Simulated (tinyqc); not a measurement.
Free and trapped electrons in a MOS channel with a dense trap tail: one step of the calculation.

p-type body, charge-sheet picture, full ionisation (an idealisation for deep acceptors), Boltzmann statistics for free electrons. e = Ec - EF at the surface. Acceptor-like traps of density D(E) = D0 + De exp(-E/Ew) at depth E below Ec, from 0 to Eu, hold n_t = integral of D(E)/(1 + exp((e - E)/Vt)). psi = Eg - Vt ln(Nv/Na) - e; N_dep = sqrt(2 eps0 eps_r Na (psi - Vt)/q); n_f = sqrt(N_dep^2 + 2 eps0 eps_r Vt Nc exp(-e/Vt)/q) - N_dep; Vg = Vfb + psi + q (N_dep + n_t + n_f)/Cox, Cox = eps0 eox/tox.

Question. Trapped charge. Trapezoid rule on 16 equal steps from 0 to Eu, f = 1/(1 + exp((e - E)/Vt)).

Values chosen for this exercise; band and dielectric values close to those of 4H silicon carbide: temperature T = 475 K; constant background density of acceptor-like traps D0 = 4.1e10 cm^-2 eV^-1; density of the tail at the conduction edge De = 1.6e13 cm^-2 eV^-1; decay energy of the tail Ew = 0.12 eV; depth below Ec down to which the traps reach Eu = 0.75 eV; Ec - EF at the surface e = 0.231 eV.

Constants: q = 1.602176634e-19 C, kB = 1.380649e-23 J/K, Vt = kB T/q. Results are converted to the units shown.

Find: E; D(E) f; n_t.

Answer.

```
point    E (eV)  D(E) f (cm^-2 eV^-1)
0             0             5.6594e10
1      0.046875             1.1960e11
2      0.093750             2.4894e11
3       0.14062             4.9497e11
4       0.18750             8.7174e11
5       0.23438             1.2027e12
6       0.28125             1.2193e12
7       0.32812             9.8787e11
8       0.37500             7.2256e11
9       0.42188             5.1184e11
10      0.46875             3.6177e11
11      0.51562             2.5853e11
12      0.56250             1.8830e11
13      0.60938             1.4069e11
14      0.65625             1.0846e11
15      0.70312             8.6648e10
16      0.75000             7.1887e10
```

n_t = 3.5569e11 cm^-2

tinyqc, about 0.02 s, one thread, Intel Xeon 2.30GHz (shared host): `OMP_NUM_THREADS=1 python tinyqc.py 2222017 2222018 out.jsonl`
